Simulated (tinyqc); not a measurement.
BCS gap equation with a constant attraction inside the Debye window: one step, computed by the program tinyqc.

Pairs attract with strength V for |xi| < k_B Theta; N(0) is the density of states for one spin. Energies are given as temperatures (E/k_B, in K) unless marked.

Task: Critical temperature. Gap equation: 1/(N(0)V) = I(Delta, T) = int_0^Theta tanh(E/2T)/E d xi, E = sqrt(xi^2 + Delta^2); 64 Gauss-Legendre points in y with xi = max(Delta, T) sinh(y). T_c solves I(0, T_c) = 1/(N(0)V); the weak-coupling form is T_c = (2 e^C/pi) Theta exp(-1/(N(0)V)) with Euler's C = 0.5772157, and 2 Delta_0/T_c then tends to 2 pi e^-C = 3.528.

Inputs (values chosen for the exercise, modelled on tin): coupling N(0)V = 0.245; Debye temperature Theta = 196 K.

Solver: secant.

Delta_0 = 6.618800 K

Give: T_c; weak-coupling T_c; 2 Delta_0/T_c.

Result:

T_c = 3.751 K

weak-coupling T_c = 3.751 K

2 Delta_0/T_c = 3.529

T_c/Theta = 0.0191; the ratio lies +0.03 % from 3.528, so the universal weak-coupling laws hold.
